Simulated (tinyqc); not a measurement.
# In-plane mass from two subband densities

Inverse problem. At zero temperature each occupied subband holds N_k = D (EF - E_k), D = md m0 q/(pi hbar^2) per eV. Two subbands are occupied. Find md, EF - E1 and EF - E2.

Constants: q = 1.602176634e-19 C, hbar = 1.054571817e-34 J s, m0 = 9.1093837015e-31 kg. Results are converted to the units shown.

N1, N2 (cm^-2): 4.4520346e11  1.3e11
E2 - E1 = 19.2 meV

Solution. N1 - N2 = D (E2 - E1) gives D and so md; each N_k/D is a distance to EF.

md = 0.03930 m0
EF - E1 = 27.12 meV
EF - E2 = 7.919 meV

Numbers from tinyqc (`OMP_NUM_THREADS=1 python tinyqc.py 2140110 2140111 out.jsonl`; about 0.2 s on one thread of a shared Intel Xeon 2.30GHz).
